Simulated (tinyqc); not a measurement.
Inside a calculation. Model: frequency dispersion of an accumulation capacitance by border traps, distributed model.

tinyqc, about 0.5 s, one thread, Intel Xeon 2.30GHz (shared host): `OMP_NUM_THREADS=1 python tinyqc.py 2202157 2202158 out.jsonl` Printed values are rounded.

Traps spread evenly through the insulator exchange electrons with the semiconductor by tunnelling, with tau(x) = t0 exp(2 ka x) at depth x from the interface. The admittance per area Y seen at depth x obeys dY/dx = -Y^2/(i w eps0 eox) + q Nb ln(1 + i w tau)/tau, with Y(0) = i w Cs and w = 2 pi f; the gate sees Y(tox) = G + i w C. Working variable y = Y/(i w), in uF/cm^2. Cox = eps0 eox/tox.

Values chosen for this exercise; permittivity close to that of hafnium oxide: relative permittivity of the insulator eox = 18.9; insulator thickness tox = 7.1 nm; semiconductor capacitance in accumulation Cs = 4.6 uF/cm^2; density of border traps Nb = 1.1e19 cm^-3 eV^-1; decay constant of the wave function in the insulator ka = 5.2 1/nm; time constant of a trap at the interface t0 = 6e-10 s; frequency f = 100 Hz; depth down to which the steps are taken xe = 1.9 nm.

Constants: q = 1.602176634e-19 C, eps0 = 8.8541878128e-14 F/cm where lengths are in cm. Results are converted to the units shown.

## Scales and lumped estimate

Cox; trap-free value 1/(1/Cox + 1/Cs); response depth d = ln(1/(w t0))/(2 ka), where w tau = 1; lumped estimate: all traps within d act as C_bt = q Nb d placed at d/2, so C = 1/{1/[1/(1/Cs + d/(2 eps0 eox)) + C_bt] + (tox - d/2)/(eps0 eox)}.

Cox = 2.35696 uF/cm^2
trap-free C = 1.55844 uF/cm^2
d = 1.42222 nm
C_bt = 0.250650 uF/cm^2
lumped C = 1.59802 uF/cm^2

The traps within reach amount to 0.0545 Cs and lie in the first 20.0 % of the insulator.

## Midpoint steps through the active depth

In terms of y: dy/dx = -y^2/(eps0 eox) + s(x), s = q Nb ln(1 + z)/z, z = i w tau. 8 midpoint steps of h = xe/8: y_half = y + (h/2) y'(x, y), y(new) = y + h y'(x + h/2, y_half).

```
point   x (nm)    s (uF/(cm^2 nm))       y (uF/cm^2)
0            0  0.176239+0.000000i  4.60000+0.00000i
1       0.2375  0.176239+0.000000i  4.35818+0.00000i
2        0.475  0.176239-0.000005i  4.14438+0.00000i
3       0.7125  0.176239-0.000055i  3.95420+0.00000i
4         0.95  0.176236-0.000649i  3.78414-0.00005i
5      1.18750  0.175796-0.007644i  3.63133-0.00056i
6        1.425  0.136946-0.061851i  3.49227-0.00642i
7      1.66250  0.021561-0.036238i  3.34140-0.02051i
8          1.9  0.001916-0.006087i  3.19169-0.02204i
```

## Capacitance and conductance at the gate

y at xe = 3.19169-0.02204i uF/cm^2

Beyond xe the traps are ignored, so 1/y(tox) = 1/y(xe) + (tox - xe)/(eps0 eox); C = Re y, G/w = -Im y, loss tangent G/(w C).

y at the gate = 1.60245-0.00556i uF/cm^2
C = 1.60245 uF/cm^2
G/w = 0.00555569 uF/cm^2
loss tangent = 0.00346699

A fine integration over the whole insulator gives C = 1.6023 and G/w = 0.005779 uF/cm^2; the coarse G/w is 3.9 % below that. The fine C is 2.8 % above the trap-free value, and the lumped estimate is 0.27 % below the fine result.
